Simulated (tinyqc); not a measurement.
# Planar ballistic transistor, top-of-the-barrier model: output curve

At the top of the source barrier, states moving towards the drain are filled by the source (Fermi level 0) and states moving back by the drain (Fermi level -q Vd); nothing scatters. U is the shift of the band edge there, set by the capacitances CG, CD and CS (the total) and by the charge. Parabolic two-dimensional band; the source is grounded.

N0 = gv m kB T/(pi hbar^2), CG = eps0 eox/tox, vT = sqrt(2 kB T/(pi m)), CS = CG/aG, n0 = n at U = 0 and Vd = 0. eta1 = -(E0 + U)/Vt, eta2 = eta1 - Vd/Vt, n = (N0/2)[F_0(eta1) + F_0(eta2)], F_0(x) = ln(1 + exp x). U = UL + q (n - n0)/CS with UL = -(aG Vg + aD Vd), energies in eV. I = q (N0/2) vT [F_(1/2)(eta1) - F_(1/2)(eta2)] per width, F_(1/2)(x) = (2/sqrt(pi)) int_0^infinity u^(1/2)/(1 + exp(u - x)) du. CQ = (q/Vt) dn/d(eta1).

Parameters, values chosen for the exercise; mass and valleys close to those of a monolayer dichalcogenide: temperature T = 300 K; effective mass m = 0.49 m0; valley degeneracy gv = 2; relative permittivity of the gate insulator eox = 22; insulator thickness tox = 3.1 nm; gate control CG/CS aG = 0.77; drain control CD/CS aD = 0.051; band edge at the barrier top above the source Fermi level at zero bias E0 = 0.32 eV; gate voltage Vg = 0.6 V.

Constants: q = 1.602176634e-19 C, kB = 1.380649e-23 J/K, hbar = 1.054571817e-34 J s, m0 = 9.1093837015e-31 kg, Vt = kB T/q, eps0 = 8.8541878128e-14 F/cm where lengths are in cm. Results are converted to the units shown.

Results:

| Vd (V) | eta1 | n (cm^-2) | I (uA/um) | mean velocity I/(q n) (cm/s) | CQ/CS |
|---|---|---|---|---|---|
| 0.01 | 0.1351 | 7.081e12 | 147.1 | 1.297e6 | 3.903 |
| 0.025 | 0.3306 | 6.862e12 | 348.6 | 3.171e6 | 3.729 |
| 0.05 | 0.5734 | 6.608e12 | 613.7 | 5.797e6 | 3.390 |
| 0.1 | 0.8003 | 6.439e12 | 869.0 | 8.424e6 | 2.952 |
| 0.15 | 0.8667 | 6.481e12 | 935.4 | 9.009e6 | 2.858 |
| 0.2 | 0.8988 | 6.569e12 | 959.8 | 9.120e6 | 2.860 |
| 0.4 | 1.001 | 6.954e12 | 1027 | 9.223e6 | 2.939 |
| 0.6 | 1.100 | 7.342e12 | 1095 | 9.311e6 | 3.015 |
| 0.8 | 1.198 | 7.734e12 | 1165 | 9.400e6 | 3.087 |

Estimate the missing row, Vd = 0.3 V.

Computed row:

| Vd (V) | eta1 | n (cm^-2) | I (uA/um) | mean velocity I/(q n) (cm/s) | CQ/CS |
|---|---|---|---|---|---|
| 0.3 | 0.9507 | 6.760e12 | 994.1 | 9.178e6 | 2.899 |

With this row back in the table: The current rises from 147 to 1160 uA/um; n goes from 7.08e12 through a minimum of 6.44e12 (at Vd = 0.1 V among the rows listed) to 7.73e12 cm^-2 and eta1 rises from 0.135 to 1.20. The resistance in the first row is 68.0 ohm um, though nothing scatters in the channel. The current passes 90 % of its last value at Vd = 0.6 V among the rows, where eta2 = -22; returning states are gone from Vd = 0.3 V on (eta2 < -7), and from there the drain control aD lifts eta1 from 0.951 to 1.20.

Program tinyqc, `OMP_NUM_THREADS=1 python tinyqc.py 2400174 2400175 out.jsonl`; Intel Xeon 2.30GHz, shared host, one thread, about 0.02 s.
